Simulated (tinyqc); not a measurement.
Raman shift of the zone-centre optical phonon of a diamond-structure crystal under stress: one step, computed by the program tinyqc.

Axes x, y, z are the cube axes. Strain shifts the threefold optical mode and can split it; p, q and r are the phonon deformation potentials.

Problem. Secular matrix and shifts. Secular matrix: M_xx = p eps_xx + q (eps_yy + eps_zz), M_xy = 2 r eps_xy; its eigenvalues are omega^2 - omega_0^2, and the shifts are these over 2 omega_0.

Inputs (values chosen for the exercise, modelled on diamond):

| quantity | value | unit |
|---|---|---|
| unstrained frequency omega_0 | 1333 | 1/cm |
| p/omega_0^2 | -2.74 | - |
| q/omega_0^2 | -1.84 | - |
| r/omega_0^2 | -1.89 | - |

Stress state: uniaxial. Axis: [110].

strain (per mille):
```
             x            y           z
x  -0.03670466  -0.03637453  0.00000000
y  -0.03637453  -0.03670466  0.00000000
z   0.00000000   0.00000000  0.00868193
```

Give: M/(2 omega_0); shifts, in rising order.

Solution.

M/(2 omega_0) (1/cm):
```
        x       y       z
x  0.1014  0.0916  0.0000
y  0.0916  0.1014  0.0000
z  0.0000  0.0000  0.0742
```

shifts, in rising order (1/cm): 0.0098  0.0742  0.1930
